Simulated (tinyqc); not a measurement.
Comparisons within one model: inter-valley coupling by envelope functions against a chain of atomic planes. A value that a table varies takes the place of the one given here.

Chain: E(phi) = e0 + 2 v cos(phi) + 2 u cos(2 phi), cos(phi0) = -v/(4u), e0 = 2u + v^2/(4u); plane j = 0, 1, ... has the potential V_j = dE x_j + F (j - 30) a/4 (1 MV/m = 1e-4 V/angstrom). There are 30 barrier planes a side; with y = j - 29.5, x_j = xb (f(y) + f(Nw - y)), f(y) = 1/(1 + exp(y/L)), plus any Ge added in the well. The valley splitting is the spacing of the two lowest levels. Envelope theory: F_j solves a one-valley chain with hopping -b and diagonal 2b + V_j, b = 4u sin^2(phi0), sum F_j^2 = 1; the valleys couple by Dv = sum_j F_j^2 V_j exp(-2 i phi0 j) and split by 2|Dv|.

Values chosen for the exercise (near those of the Delta valleys of silicon in a SiGe well; not measured data): a = 5.431 angstrom (lattice constant; planes lie a/4 apart); u = 0.603 eV (second-neighbour hopping); v = 0.622 eV (nearest hopping); Nw = 36 (planes in the well); L = 1.5 planes (interface width); xb = 0.27 (Ge fraction of the barriers); dE = 0.59 eV (offset per unit Ge fraction); F = 8 MV/m (field); xs = 0.16 (Ge fraction added on that plane); xw = 0.009 (mean Ge fraction of the wiggle); x0 = 2933 (start of the number sequence); na = 20000 (atoms a plane under the dot); js = 53 (plane j of a Ge spike (the well starts at j = 30)).

## Position of the spike

The spike is moved through the well; position counted from the first well plane, j - 30.

Against position:
```
j - 30  F_j^2, smooth  mean of the doublet (meV)  splitting, chain (micro-eV)  envelope  first order
2             0.01469                      31.56                         2086      2030         2774
4             0.02405                      32.19                         3358      3269         4540
7             0.03833                      33.25                         5466      5351         7237
11            0.05012                      34.38                         7732      7643         9462
14            0.05088                      34.58                         8130      8051         9606
18            0.04283                      33.81                         6586      6517         8087
23            0.02620                      32.35                         3669      3595         4947
29            0.00905                      31.13                         1235      1202         1708
34            0.00185                      30.65                          273       266          349
```

The splitting is largest at plane 14 among these rows (8130 micro-eV), and the smooth envelope peaks at plane 13, counting all planes; without a spike it is 0.13. Where the splitting exceeds 20 micro-eV the envelope theory lies within 2.7 % of the chain and first order within 38 %.

## A periodic Ge profile (wiggle well)

periods (planes): pi/phi0 1.71520, pi/(pi - phi0) 2.39821

Added fraction xw (1 - cos(2 pi (j - 30)/p)) on the well planes; p = f times the resonant period pi/(pi - phi0). At resonance the estimate is dE xw.

Against period:
```
f     p (planes)  mean of the doublet (meV)  splitting, chain (micro-eV)  envelope
0.90      2.1584                      35.67                          463       499
0.95      2.2783                      35.63                         3092      3177
0.98      2.3502                      35.69                         4809      4836
0.99      2.3742                      35.71                         5091      5088
1.00      2.3982                      35.72                         5194      5163
1.01      2.4222                      35.71                         5122      5067
1.02      2.4462                      35.70                         4883      4811
1.05      2.5181                      35.64                         3500      3404
1.10      2.6380                      35.64                         1111      1042
1.50      3.5973                      35.72                           26        25
3.00      7.1946                      35.73                            3         3
```

The splitting peaks at f = 1 with 5.19 meV, against the estimate dE xw = 5.31 meV, and is 0.93 and 0.94 of the value at f = 1 two per cent off to either side: the width of the resonance is set by the number of periods under the envelope. At f = 3 it is 3 micro-eV. The chain has one orbital a plane and knows only this resonance; longer periods that work through other bands are outside it.

## Random alloy fluctuations

A uniform fraction x is added on all planes. Each plane j then fluctuates by q sqrt(x_j (1 - x_j)/na) in Ge fraction, q = sqrt12 (z/2147483647 - 1/2) with z(new) = 16807 z mod 2147483647 from x0, restarted for each row; 24 samples. Theory: Dv is a complex Gaussian with sigma^2 = dE^2 sum F_j^4 x_j (1 - x_j)/na, and the mean splitting is sqrt(pi) sigma if the smooth part is negligible.

Splitting (micro-eV):
```
x     sigma  sqrt(pi) sigma  mean of 24  least  largest
0.00   33.4            59.1        52.3   11.1    105.0
0.01   86.7           153.7       154.2   12.1    408.2
0.02  117.5           208.3       207.9   11.0    565.1
0.05  178.5           316.4       314.0   15.2    868.9
0.10  243.7           431.9       427.3   23.0   1189.6
```

Without added Ge the disorder sits in the barriers, where the state is small: mean 52.3 micro-eV, against 0.13 for the smooth well. With 5 % Ge in the well the mean is 314, theory 316, with a statistical error of about 11 % for 24 samples; the miss is -1 %, and since every row reuses one sequence the rows with added Ge miss alike. The spread grows with the mean: at 5 % the samples run from 15 to 869, so small splittings remain possible. sigma falls as 1/sqrt(na) for larger dots. A chain with one orbital a plane has no Bloch-function factor, which scales all these couplings down in fuller models.

## What each parameter does

Chain with the spike on plane js. Each row changes one parameter from the base and keeps the others.

Results:
```
case           level (meV)  splitting (micro-eV)
base                32.349                3669.3
Nw = 42             31.533                4023.1
L = 2 planes        33.842                3850.8
xb = 0.32           33.168                3843.7
dE = 0.649 eV       32.946                4037.5
F = 10 MV/m         35.875                3203.3
js = 56             31.646                2263.9
xs = 0.208          32.720                4410.6
```

The largest shifts from the base row, up to three for each result and ties (the steps differ in size, so this ranks the rows, not the parameters). level (meV): F +3.526, L +1.493, xb +0.819. splitting (micro-eV): js -1405.5, xs +741.2, F -466.0.

tinyqc: `OMP_NUM_THREADS=1 python tinyqc.py 1482128 1482129 out.jsonl`; about 0.04 s, one thread, shared Intel(R) Xeon(R) Processor @ 2.30GHz.
